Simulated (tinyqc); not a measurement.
## Thermionic emission over a Gaussian spread of barriers: effect of temperature

Metal on an n-type semiconductor with one parabolic valley; V > 0 is forward bias (metal positive). Patches of barrier height b are spread as a Gaussian with mean phi - r2 V and variance sg^2 + r3 V; each carries A* T^2 exp(-b/Vt) [exp(V/Vt) - 1].

A* = 4 pi q me m0 kB^2/h^3 (times 1e-4 for A/(cm^2 K^2)). The mean of exp(-b/Vt) gives the apparent barrier phi_ap(V) = phi - r2 V - (sg^2 + r3 V)/(2 Vt), J = A* T^2 exp(-phi_ap/Vt) [exp(V/Vt) - 1], and 1/n = 1 + r2 + r3/(2 Vt). J0 = A* T^2 exp(-phi_ap(0)/Vt); the current at zero bias is centred on b = phi - sg^2/Vt.

Parameters, values chosen for the exercise; band and dielectric values close to those of silicon: electron mass me = 0.259 m0; barrier height seen from the metal phi = 0.58 eV; standard deviation of the barrier heights sg = 0.055 eV; shift of the mean barrier per volt, with its sign reversed (rho2) r2 = -0.037; change of sg^2 per volt (rho3) r3 = -0.0025 V.

Constants: q = 1.602176634e-19 C, kB = 1.380649e-23 J/K, h = 6.62607015e-34 J s, m0 = 9.1093837015e-31 kg, Vt = kB T/q. Results are converted to the units shown.

Results:
```
T (K)  phi_ap(0) (eV)      n  J0 (A/cm^2)  barrier that carries most current (eV)
100            0.4045  1.223    1.283e-15                                  0.2290
140            0.4546  1.164    2.627e-11                                  0.3293
180            0.4825  1.133     3.123e-8                                  0.3850
220            0.5002  1.115     5.235e-6                                  0.4204
260            0.5125  1.102     2.449e-4                                  0.4450
350            0.5299  1.085      0.08948                                  0.4797
400            0.5361  1.079       0.8758                                  0.4922
```

Estimate the missing row, T = 300 K.

Computed row:
```
T (K)  phi_ap(0) (eV)      n  J0 (A/cm^2)  barrier that carries most current (eV)
300            0.5215  1.093     0.004860                                  0.4630
```

With this row back in the table: The apparent barrier rises from 0.404 to 0.536 eV and n falls from 1.22 to 1.08. A Richardson plot, ln(J0/T^2) against 1/Vt, has the slope -0.279 eV between the first two rows and -0.486 eV between the last two, against phi = 0.58 eV: the plot bends, because cold electrons seek the low patches. In 3 of the 8 rows sg exceeds 3 Vt, so the current comes from more than three deviations below the mean, a tiny share of the area that a Gaussian of independent patches describes poorly.

Range of the model: One isotropic valley is assumed; bands with several valleys have a larger Richardson constant and Nc.

Numbers from tinyqc (`OMP_NUM_THREADS=1 python tinyqc.py 2640137 2640138 out.jsonl`; about 0.01 s on one thread of a shared Intel Xeon 2.30GHz).
